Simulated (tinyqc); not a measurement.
## Trap density from two Hall measurements

Problem. p-type body, charge-sheet picture, full ionisation (an idealisation for deep acceptors), Boltzmann statistics for free electrons. e = Ec - EF at the surface. psi = Eg - Vt ln(Nv/Na) - e; N_dep = sqrt(2 eps0 eps_r Na (psi - Vt)/q); n_f = sqrt(N_dep^2 + 2 eps0 eps_r Vt Nc exp(-e/Vt)/q) - N_dep; Vg = Vfb + psi + q (N_dep + n_t + n_f)/Cox, Cox = eps0 eox/tox. Find e and n_t at both points and the mean trap density between them.

Inputs (values chosen for the exercise); band and dielectric values close to those of 4H silicon carbide: temperature T = 400 K; band gap Eg = 3.26 eV; relative permittivity eps_r = 9.55; conduction-band density of states at T Nc = 2.63e19 cm^-3; valence-band density of states at T Nv = 3.91e19 cm^-3; relative permittivity of the insulator eox = 3.9; insulator thickness tox = 28 nm; acceptor density Na = 5.3e15 cm^-3; flat-band voltage without trapped charge Vfb = -2.25 V.

Constants: q = 1.602176634e-19 C, kB = 1.380649e-23 J/K, Vt = kB T/q, eps0 = 8.8541878128e-14 F/cm where lengths are in cm. Results are converted to the units shown.

Vg (V): 0.92172605  1.1076620
free sheet density from the Hall effect (cm^-2): 1.0083604e9  1.9181491e10

Answer. Each n_f fixes e; what the gate voltage holds beyond psi, N_dep and n_f is trapped; the difference quotient is the density, smeared over a few Vt.

e (eV): 0.325  0.222
n_t (cm^-2): 3.66e10  7.48e10
mean trap density = 3.71e11 cm^-2 eV^-1

Numbers from tinyqc (`OMP_NUM_THREADS=1 python tinyqc.py 2222241 2222242 out.jsonl`; about 0.02 s on one thread of a shared Intel Xeon 2.30GHz).
